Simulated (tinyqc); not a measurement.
Inside a calculation: polar nitride quantum well with polarisation fields. Values are carried at full precision from step to step, so a last printed digit may differ when a step is redone from the rounded ones.

Growth along [0001]. e_par = (a_sub - a)/a, Ppz = 2 e_par (e31 - e33 C13/C33), P = Psp + Ppz in each layer; strain relaxation and the strain shift of the gaps are left out, although thick layers with more than about 1 % mismatch would relax.

Constants: hbar^2/2m0 = 3.80998211 eV angstrom^2; hc = 1239.841984 eV nm.

Inputs chosen for the exercise (near those of a GaN well in AlGaN; the results hold for these values, not for the real material): a_w = 3.189 angstrom (lattice constant a, well); a_b = 3.175 angstrom (lattice constant a, barrier); a_sub = 3.189 angstrom (in-plane lattice constant of the stack); Psp_w = -0.0341 C/m^2 (spontaneous polarisation); Psp_b = -0.0412 C/m^2 (spontaneous polarisation); e31_w = -0.326 C/m^2; e31_b = -0.374 C/m^2; e33_w = 0.683 C/m^2; e33_b = 0.845 C/m^2; C_w = 0.271 (C13/C33); C_b = 0.277 (C13/C33); Lw = 38 angstrom (well width); Lb = 50 angstrom (barrier width); eps_w = 10.1 (dielectric constant); eps_b = 10.3 (dielectric constant); Eg = 3.44 eV (gap of the well); Vc = 0.263 eV (conduction offset); Vv = 0.124 eV (valence offset); me = 0.2 m0 (electron, well); meb = 0.222 m0 (electron, barrier); mh = 1.68 m0 (hole, everywhere).

## Strain and polarisation

Give strain and polarisation of well and barrier; the bound sheet charge is |P_w - P_b|/e with e = 1.602176634e-19 C.

Layers:
```
layer      e_par  Ppz (C/m^2)  P (C/m^2)
well     0.00000      0.00000   -0.03410
barrier  0.00441     -0.00536   -0.04656
```

sheet charge = 0.778 x 1e13/cm^2

Of P_w - P_b = +0.0125 C/m^2 the piezoelectric part gives +0.0054 and the spontaneous part +0.0071.

## Built-in fields

In a periodic stack without free charge the potential drop over a period vanishes: F_w = (P_b - P_w) Lb/(eps0 (eps_w Lb + eps_b Lw)), F_b = -F_w Lw/Lb, eps0 = 8.8541878e-12 F/m; 1 MV/cm = 1e8 V/m = 0.01 V/angstrom.

Give both fields and the drop |F_w| Lw across the well.

F_w = -0.785 MV/cm
F_b = 0.597 MV/cm
drop = 0.298 eV

## Levels with and without the field

Envelope functions on cells of 0.25 angstrom over barrier, well, barrier (widths Lb, Lw, Lb), psi = 0 beyond, psi'/m continuous (mean mass between points), c = hbar^2/2m0. With u(z) the integral of e F (F_w in the well, F_b = -F_w Lw/Lb in the barriers, 1 MV/cm = 0.01 V/angstrom), zero at the centre of the well, the electron sees u plus Vc in the barriers and the hole -u plus Vv. The transition is Eg + E_e + E_h; excitons are left out.

Ground states of electron and hole, their centres, the squared overlap, the transition and its wavelength hc/E.

Results:
```
case            E_e (eV)  E_h (eV)  <z>_e  <z>_h  overlap^2  E (eV)     nm
no field          0.0588    0.0103    0.0    0.0      0.963  3.5091  353.3
built-in field    0.0263   -0.0631    8.7  -13.8      0.128  3.4032  364.3
```

The field shifts the line by -106 meV, below the gap of the well material, pulls the carriers 22.4 angstrom apart and, with the rate proportional to overlap^2, lengthens the radiative lifetime by a factor 7.5.

## Estimate from two triangular wells

For a strong field: E = Eg - |e F_w| Lw + a0 (c (e F_w)^2)^(1/3) (me^(-1/3) + mh^(-1/3)), a0 = 2.338107, hard walls, c = hbar^2/2m0, 1 MV/cm = 0.01 V/angstrom.

electron term = 0.2467 eV
hole term = 0.1213 eV
E = 3.5097 eV

Both terms lie below the drop across the well, but the estimate also takes the near wall as infinitely high. Against the grid result 3.4032 eV the estimate errs by +106 meV: +71 from the electron and +35 from the hole, since hard walls stand in for offsets of 0.263 and 0.124 eV into which the carriers leak.

## Checks

- Electron level without field against the matching condition of the square well, eV: both 0.059.

Run: tinyqc, `OMP_NUM_THREADS=1 python tinyqc.py 1252747 1252748 out.jsonl`; Intel(R) Xeon(R) Processor @ 2.30GHz, one thread, shared host; about 0.08 s of CPU time with all checks.
